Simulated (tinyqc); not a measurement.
Landau-Devonshire theory of a uniaxial ferroelectric. Inputs raised by 5 %, one at a time. Computed by tinyqc, a small Python program. Command: `OMP_NUM_THREADS=1 python tinyqc.py 3020677 3020678 out.jsonl ferro sens`. One thread of a shared host (Intel(R) Xeon(R) Processor @ 2.30GHz), about 0.02 s of CPU time with the checks.

G(P) = (alpha/2) P^2 + (beta*/4) P^4 + (gamma/6) P^6 - E P per volume, SI units, one domain, P along the polar axis, which is normal to the film.

Inputs (values chosen for the exercise, for a model ferroelectric):
```
quantity                          value         unit
alpha_0                        2.99e+06  J m/(C^2 K)
Curie-Weiss temperature T0          780            K
beta                           3.51e+08    J m^5/C^4
gamma                          2.25e+09    J m^9/C^6
temperature T                       440            K
misfit strain u_m                -0.014            -
electrostriction Q12              -0.04      m^4/C^2
compliance s11 + s12            7.9e-12        m^2/N
film thickness d                     53           nm
screening length lambda           0.027           nm
background permittivity eps_b         8            -
gradient coefficient g          1.6e-10    J m^3/C^2
```

Sample: epitaxial film.

Constants: eps_0 = 8.8541878128e-12 F/m.

Method:
- alpha = alpha_0 (T - T0*), with clamping: T0* = T0 + 4 Q12 u_m/(alpha_0 (s11 + s12)), beta* = beta + 4 Q12^2/(s11 + s12).
- Ps^2 = [-beta* + sqrt(beta*^2 - 4 alpha gamma)]/(2 gamma).
- chi = 1/(eps_0 G''), G'' = alpha + 3 beta* P^2 + 5 gamma P^4 at Ps. Ps, chi and the coercive field are for perfect screening, without a depolarising field. The intrinsic coercive field is |alpha P + beta* P^3 + gamma P^5| at the P_c where G'' = 0. 1 C/m^2 = 100 microcoulomb/cm^2.
- With the term (g/2) (dP/dx)^2, (g/2) P'^2 = G(P) - G(Ps) across the wall: energy = int_(-Ps)^(Ps) sqrt(2 g [G(P) - G(Ps)]) dP (40 Gauss-Legendre points); width = 2 Ps over the slope at P = 0, sqrt(2 |G(Ps)|/g). Elastic coupling inside the wall is left out.
- Between shorted electrodes with screening length lambda each, the depolarising field is -k P, k = 2 lambda/(eps_0 (d + 2 lambda eps_b)), so alpha turns into alpha + k.
- The polar state is the lowest uniform state while alpha + k < 0 (beta* > 0) or < 3 beta*^2/(16 gamma) (beta* < 0); setting the equality gives the critical thickness d_c.

Runs; columns: (1) input moved; (2) from; (3) to; (4) spontaneous polarisation Ps (microcoulomb/cm^2); (5) wall width (nm); (6) critical thickness d_c (nm); (7) well depth G(Ps) (MJ/m^3):
```
(1)                                        (2)         (3)     (4)      (5)     (6)      (7)
base run                                     -           -  73.806  0.91685  4.2589  -207.36
Curie-Weiss temperature T0 (K)             780         819  75.920  0.87655  3.8728  -240.05
beta (J m^5/C^4)                     351000000   368550000  73.627  0.91750  4.2589  -206.07
gamma (J m^9/C^6)                   2250000000  2362500000  73.194  0.91581  4.2589  -204.41
electrostriction Q12 (m^4/C^2)           -0.04      -0.042  73.231  0.91465  4.2083  -205.13
compliance s11 + s12 (m^2/N)           7.9e-12   8.295e-12  73.948  0.92042  4.3081  -206.55
gradient coefficient g (J m^3/C^2)     1.6e-10    1.68e-10  73.806  0.93949  4.2589  -207.36
screening length lambda (nm)             0.027     0.02835  73.806  0.91685  4.4718  -207.36
```

Exponents ln(y'/y) / ln(x'/x):
```
input                       spontaneous polarisation Ps  wall width  critical thickness d_c  well depth G(Ps)
Curie-Weiss temperature T0                        0.579      -0.921                  -1.948             3.000
beta                                             -0.050       0.014                   0.000            -0.128
gamma                                            -0.171      -0.023                   0.000            -0.294
electrostriction Q12                             -0.160      -0.049                  -0.245            -0.222
compliance s11 + s12                              0.039       0.080                   0.236            -0.080
gradient coefficient g                            0.000       0.500                   0.000             0.000
screening length lambda                           0.000       0.000                   1.000             0.000
```

Which inputs matter most for each result?

Among the inputs moved here: spontaneous polarisation Ps answers most in size to Curie-Weiss temperature T0 (exponent +0.579), next to gamma (-0.171); its exponent is below 0.0005 for gradient coefficient g, screening length lambda. Wall width answers most in size to Curie-Weiss temperature T0 (exponent -0.921), next to gradient coefficient g (+0.500); its exponent is below 0.0005 for screening length lambda. Its exponent +0.500 in gradient coefficient g: wall width scales as sqrt(g). Critical thickness d_c answers most in size to Curie-Weiss temperature T0 (exponent -1.948), next to screening length lambda (+1.000); its exponent is below 0.0005 for beta, gamma, gradient coefficient g. Its exponent +1.000 in screening length lambda: k depends on lambda/d. Well depth G(Ps) answers most in size to Curie-Weiss temperature T0 (exponent +3.000), next to gamma (-0.294); its exponent is below 0.0005 for gradient coefficient g, screening length lambda.

Caution (rows Curie-Weiss temperature T0): far below T0* the expansion with linear alpha(T) is only a fit.
